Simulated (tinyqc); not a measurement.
What moves the results: Weaire-Thorpe hybrids on a Bethe lattice: gap and dangling bond of an amorphous tetrahedral solid. A value that a table varies takes the place of the one given here.

Four sp3 hybrids an atom at energy 0, coupled by -V1 on the atom and by -V2 along a bond; the bonds form a tree (no rings). For any network the gap runs at least from -V2 + V1 to V2 - 3 V1, and p-like states pile up at -V2 + V1 and V2 + V1. On the tree the gap is wider: it ends at Ec = -V1 + sqrt(V2^2 + 4 V1^2 - 2 sqrt3 V1 V2), which makes it well wider than the gaps of the real glasses. A branch seen from a hybrid has the self-energy S = V2^2 g, where g is the Green function of the hybrid across the bond, whose three partners carry S themselves. With a = z - V1, b = a - S: g = 1/(a + V1 b/(b + 3 V1)), z = E + i eta. A full atom has G = (1/b)(b + 3 V1)/(b + 4 V1) per hybrid; a dangling hybrid with shift dh has G = 1/(1/g - dh).

Values chosen for the exercise (of the size of tabulated hybrid energies for amorphous germanium; shifted at random, so the results belong to these values and not to a real crystal): V1 = 1.83 eV (coupling of two hybrids on one atom); V2 = 4.38 eV (coupling of the two hybrids of a bond); eta = 0.02 eV (broadening); dh = -0.07 eV (shift of the dangling hybrid (rehybridisation)); VH = 5.5 eV (coupling to a hydrogen atom); eH = -2.54 eV (hydrogen level); E1s = -3.8 eV (first energy); dE = 0.44 eV (step).

## Bulk, dangling and hydrogenated hybrids across the gap

edges (eV): Ev -2.55000, Ec(bound) -1.11000, Ec(tree) 0.36405

Thirteen energies E1s + j dE. With hydrogen the hybrid gains the self-energy VH^2/(z - eH) and dh = 0.

Density per hybrid (1/eV):
```
E (eV)    bulk  dangling  with hydrogen
-3.80   0.0016    0.0007         0.0007
-3.36   0.0027    0.0005         0.0003
-2.92   0.0118    0.0006         0.0002
-2.48   0.3005    0.0007         0.0002
-2.04   0.0063    0.0010         0.0002
-1.60   0.0019    0.0015         0.0002
-1.16   0.0010    0.0028         0.0002
-0.72   0.0007    0.0071         0.0002
-0.28   0.0006    0.0519         0.0003
0.16    0.0009    0.0846         0.0004
0.60    0.0187    0.1032         0.0044
1.04    0.0279    0.1026         0.0092
1.48    0.0327    0.0942         0.0146
```

What does this show, and why?

Between Ev = -2.55 and Ec = 0.36 eV the bulk density is a broadening tail (least 0.0006). The dangling hybrid reaches 0.085 at 0.16 eV among these rows; its level lies at -0.034 eV, and the peak there, of width eta, is far higher unless a row falls on it. With hydrogen the largest value on the rows inside the gap, more than 0.05 eV from an edge, is 0.0004, and 1/g = VH^2/(E - eH) has no root in the gap: the state has gone into a bonding level below and an antibonding one above.

## Level against rehybridisation

Root of 1/g(E) = dh for eta = 0 in the gap of the tree, between Ev = -V2 + V1 and Ec; a dash: none. A flatter atom makes the hybrid more p-like (dh > 0, up to V1), a more pyramidal one more s-like (dh < 0).

Level:
```
dh (eV)   E (eV)  above Ev (eV)  weight
-3.0     -1.7851         0.7649   0.599
-2.5     -1.4804         1.0696   0.618
-2.0     -1.1686         1.3814   0.627
-1.5     -0.8557         1.6943   0.622
-1.0     -0.5494         2.0006   0.600
-0.5     -0.2595         2.2905   0.555
0.0       0.0000         2.5500   0.476
0.5       0.2088         2.7588   0.349
1.0       0.3384         2.8884   0.157
```

What can be read from the table?

A level exists for 9 of the 9 rows, from dh = -3 (0.765 eV above Ev) to 1 (2.888 eV); the gap of the tree is 2.914 eV. Its slope dE/d(dh) is the weight, largest at dh = -2 (0.63). A level that rises as the atom flattens is why an emptied dangling bond relaxes flat and a doubly filled one pyramidal.

## Stretching the bonds

V2 is scaled as (d0/d)^2 and V1 stays. Bound 2 V2 - 4 V1; tree V2 - 2 V1 + sqrt(V2^2 + 4 V1^2 - 2 sqrt3 V1 V2); a negative bound means that a network with rings may have no gap.

Against d/d0:
```
d/d0  V2 (eV)  V2/V1  bound (eV)  tree (eV)
0.96    4.753  2.597       2.185      3.512
0.98    4.561  2.492       1.801      3.199
1.00    4.380  2.393       1.440      2.914
1.02    4.210  2.301       1.100      2.655
1.04    4.050  2.213       0.779      2.420
1.07    3.826  2.091       0.331      2.110
1.10    3.620  1.978      -0.080      1.844
1.15    3.312  1.810      -0.696      1.487
```

What can be read from the table?

The bound falls by 175 meV for each per cent of stretch near d0 and vanishes at d/d0 = 1.094, inside the table. Weak, stretched bonds therefore put states closest to the edges, one origin of band tails.

## What each parameter does

Ev = -V2 + V1, conduction edge of the tree -V1 + sqrt(V2^2 + 4 V1^2 - 2 sqrt3 V1 V2), and the level that solves 1/g(E) = dh for eta = 0. Each row changes one parameter from the base and keeps the others.

Results:
```
case           Ev (eV)  Ec (eV)  level (eV)  weight
base           -2.5500   0.3640     -0.0338   0.490
V1 = 1.75 eV   -2.6300   0.4595     -0.0369   0.533
V2 = 4.53 eV   -2.7000   0.4502     -0.0361   0.522
dh = -0.17 eV  -2.5500   0.3640     -0.0837   0.508
```

What does this show?

The largest shifts from the base row, up to three for each result and ties (the steps differ in size, so this ranks the rows, not the parameters). Ev (eV): V2 -0.1500, V1 -0.0800; unchanged at the printed digits by dh. Ec (eV): V1 +0.0955, V2 +0.0862; unchanged at the printed digits by dh. level (eV): dh -0.0499, V1 -0.0031, V2 -0.0023. weight: V1 +0.043, V2 +0.032, dh +0.018.

(tinyqc, `OMP_NUM_THREADS=1 python tinyqc.py 1481290 1481291 out.jsonl`, Intel(R) Xeon(R) Processor @ 2.30GHz, 1 thread, shared host, about 0.03 s.)
